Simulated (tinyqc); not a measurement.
# Worked calculation: stacked nanosheet transistor, parasitic resistance, capacitance and delay

tinyqc, about 0.1 s, one thread, Intel Xeon 2.30GHz (shared host): `OMP_NUM_THREADS=1 python tinyqc.py 2170121 2170122 out.jsonl` Printed values are rounded.

Ns sheets share one contact on top; each has perimeter p = 2 (Ws + ts) and cross-section A = Ws ts; contact width Wc = Ws + 10 nm, stack height Hs = Ns pv. Sheet 1 is the top one. Contact length Lc = CPP - Lg - 2 Lsp, shared by two neighbouring gates. Source and drain sides are equal. The formulas are first-order estimates, not field solutions.

Inputs (values chosen for the exercise); values close to those of silicon logic devices: temperature T = 300 K; number of sheets Ns = 5; sheet width Ws = 12 nm; sheet thickness ts = 5 nm; vertical pitch of the sheets pv = 14 nm; vertical resistance between sheet levels rv = 106 ohm; contacted gate pitch CPP = 70 nm; gate length Lg = 18 nm; spacer length Lsp = 4 nm; relative permittivity of the spacer ks = 4.5; gate height above the channel stack Hc = 20 nm; contact resistivity rc = 3.4e-9 ohm cm^2; resistivity of the source-drain epitaxy re = 0.00058 ohm cm; current-carrying depth of the epitaxy te = 20 nm; resistivity of the extension rx = 0.0013 ohm cm; gate overlap Lov = 2 nm; inversion capacitance Cinv = 2.6 uF/cm^2; injection velocity vx = 1.1e7 cm/s; apparent mobility mu = 220 cm^2/(V s); threshold at zero drain voltage VT = 0.24 V; barrier lowering dl = 0.061 V/V; subthreshold factor n = 1.13; wire load Cw = 0.14 fF; supply voltage Vdd = 0.75 V.

Constants: q = 1.602176634e-19 C, kB = 1.380649e-23 J/K, eps0 = 8.8541878128e-12 F/m, Vt = kB T/q. Results are converted to the units shown.

## Geometry and resistances

Epitaxy sheet resistance Rsh = re/te, transfer length LT = sqrt(rc/Rsh), contact Rc = [sqrt(rc Rsh)/Wc] coth(Lc/(2 LT)); extension of one sheet Rx = rx Lsp/A. Effective width N p; for equal currents and rv = 0 one side has Rc + Rx/N.

Lc = 44 nm
effective width = 170 nm
Rsh = 290 ohm
LT = 34.24053 nm
Rc = 796.5860 ohm
Rx = 866.6667 ohm
one side times effective width = 164.8863 ohm um

Lc/2 is 0.64 transfer lengths, and Rc is 13 % above the area limit rc/(Wc Lc/2). The contact makes up 82.1 % of one side.

## Capacitances

With N sheets: gate Cg = Cinv p N Lg; per side, plate Cp = ks eps0 [Wc (Hs + Hc) - N A]/Lsp, top fringe Cf = (2/pi) ks eps0 Wc ln(1 + Lg/(2 Lsp)), overlap Co = Cinv p N Lov. Cs = Cp + Cf + Co. An inverter of two such devices driving an equal one has the load CL = 2 (Cg + 2 Cs) + 4 Cs + Cw (its own drains counted twice for the Miller effect).

Cg = 79.56 aF
Cp = 16.73441 aF
Cf = 0.6577347 aF
Co = 8.84 aF
CL = 508.9772 aF

The channel capacitance gives 31.3 % of CL, the parasitic parts 41.2 % and the wire 27.5 %.

## Iteration 1: sheet currents at Vgs = Vdd, Vds = Vdd/2

I at the start (uA): sheet 1 0, sheet 2 0, sheet 3 0, sheet 4 0, sheet 5 0

One sheet: I = p Q vx u/(1 + |u|^1.8)^(1/1.8), Q = Cinv n Vt ln(1 + exp((Vg' - VT + dl Vd')/(n Vt))), u = Vd' mu/(vx Lg), Vg' = Vgs - v, Vd' = Vds - 2 v, with the drop on each side v_j = Rc sum I + rv (sum over levels k = 2..j of the current of sheets k..Ns) + Rx I_j. I(new) = I + 0.5 (I(out) - I).

drop v (mV): sheet 1 0, sheet 2 0, sheet 3 0, sheet 4 0, sheet 5 0
I(out) (uA): sheet 1 49.73434, sheet 2 49.73434, sheet 3 49.73434, sheet 4 49.73434, sheet 5 49.73434
I after iteration 1 (uA): sheet 1 24.86717, sheet 2 24.86717, sheet 3 24.86717, sheet 4 24.86717, sheet 5 24.86717

## Iteration 2: sheet currents at Vgs = Vdd, Vds = Vdd/2

As before.

drop v (mV): sheet 1 120.5957, sheet 2 131.1394, sheet 3 139.0472, sheet 4 144.3190, sheet 5 146.9549
I(out) (uA): sheet 1 30.98007, sheet 2 28.23972, sheet 3 25.84107, sheet 4 24.03223, sheet 5 23.05400
I after iteration 2 (uA): sheet 1 27.92362, sheet 2 26.55344, sheet 3 25.35412, sheet 4 24.44970, sheet 5 23.96059

## Course of the iteration: sheet currents at Vgs = Vdd, Vds = Vdd/2

Stop when the largest change of I is below 1e-6 uA, or after 80 iterations.

Course of the iteration:
```
iteration	total I (uA)	largest |change| of one entry (uA)
1	124.3358	24.9
2	128.2415	3.06
3	127.3002	0.860
4	127.9778	0.410
5	127.7624	0.114
6	127.8860	0.0564
7	127.8408	0.0173
8	127.8640	8.12e-3
9	127.8549	2.91e-3
10	127.8593	1.23e-3
11	127.8575	5.24e-4
12	127.8583	2.03e-4
13	127.8579	9.85e-5
14	127.8581	4.09e-5
15	127.8580	1.89e-5
16	127.8581	8.11e-6
17	127.8581	3.66e-6
18	127.8581	1.60e-6
19	127.8581	7.12e-7
```

Converged in 19 iterations. At the end each change is about 0.45 times the one before: linear convergence. The bottom sheet carries 78.4 % of the current of the top one.

## Effective current, delay and energy

IH = I(Vdd, Vdd/2) = 127.8581 uA
IL = I(Vdd/2, Vdd), solved likewise = 54.64371 uA

Ieff = (IH + IL)/2, delay CL Vdd/(2 Ieff), energy CL Vdd^2, with CL the load of an inverter that drives an equal one.

Ieff = 91.25089 uA
delay = 2.091667 ps
energy = 286.2997 aJ

Without any series resistance Ieff would be 168 uA, so the resistances cost 45.6 %.
